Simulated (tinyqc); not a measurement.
# Changing the metal thickness h

Model: growth of a silicide layer between metal and silicon: linear-parabolic kinetics, ramp anneals and Kissinger analysis. Computed by tinyqc, a small Python program. Command: `OMP_NUM_THREADS=1 python tinyqc.py 3019164 3019165 out.jsonl silicide sweep`. One thread of a shared host (Intel(R) Xeon(R) Processor @ 2.30GHz), about 0.08 s of CPU time with the checks.

One compound layer of thickness x grows by diffusion through itself and reaction at an interface, dx/dt = 1/(2x/K + 1/v), until the metal is used up at x = a h.

Inputs (values chosen for the exercise, modelled on TiSi2): silicide formed per metal thickness a = 2.51; silicon consumed per metal thickness b = 2.27; prefactor of the parabolic constant K = 1.6e+11 nm^2/s; activation energy E of K = 1.75 eV; prefactor of the interface velocity v = 4.1e+10 nm/s; activation energy E_v = 1.93 eV; temperature T = 585 C; time t = 170 s; ramp rate beta = 0.3 C/s; silicide resistivity = 64 micro-ohm cm; junction depth x_j = 120 nm.

Constants: k_B = 8.617333262e-05 eV/K.

Method:
- The silicide ends at the thickness a h.
- Silicon consumed b h, sheet resistance rho/(final thickness) with 1 micro-ohm cm/nm = 10 ohm; margin to the junction x_j - b h.
- K = K0 exp(-E/(k_B T)), v = v0 exp(-E_v/(k_B T)).
- Temperatures in kelvin are T(C) + 273.15.
- x^2/K + x/v = t, so x = (K/(2v)) [sqrt(1 + 4 v^2 t/K) - 1], capped at a h; completion time t_c = (a h)^2/K + a h/v, a h being the final thickness; crossover thickness K/v.
- Ramp from x = 0 at 100 C at the rate beta: dx/dT = (1/beta)/(2x/K + 1/v), integrated adaptively (tolerance 1e-9) until x = a h at T_f.

One run for each value; columns: (1) metal thickness h (nm); (2) completion time (s); (3) completion temperature T_f (C); (4) sheet resistance (ohm/square); (5) silicon consumed (nm):
```
(1)          (2)    (3)    (4)      (5)
1.0    1.397e+01  527.8  255.0    2.270
1.9    2.782e+01  546.5  134.2    4.313
3.8    6.104e+01  569.1   67.1    8.626
7.3    1.363e+02  593.7   34.9   16.571
14.0   3.314e+02  623.3   18.2   31.780
27.0   9.009e+02  660.0    9.4   61.290
53.0   2.796e+03  706.2    4.8  120.310
100.0  8.782e+03  758.4    2.5  227.000
200.0  3.248e+04  825.1    1.3  454.000
```

Over the rows, completion time (s) rises from 14.0 to 32500 (exponent d ln y / d ln x 1.1 between the first rows and 1.9 between the last); completion temperature T_f (C) rises from 528 to 825; sheet resistance (ohm/square) falls from 255 to 1.27 (exponent d ln y / d ln x about -1.0 throughout). The exponent of sheet resistance stays at -1: R_s = rho/(a h). A thicker film lowers R_s but eats further into the junction.

Caution (rows 1.00, 1.90, 3.80): so thin a film has a resistivity above the bulk value and tends to agglomerate. Caution (all rows): a disilicide really forms through metal-rich phases and by nucleation, not as one layer from the metal.

Extremes, crossings and ranges named in words are read from the listed rows.
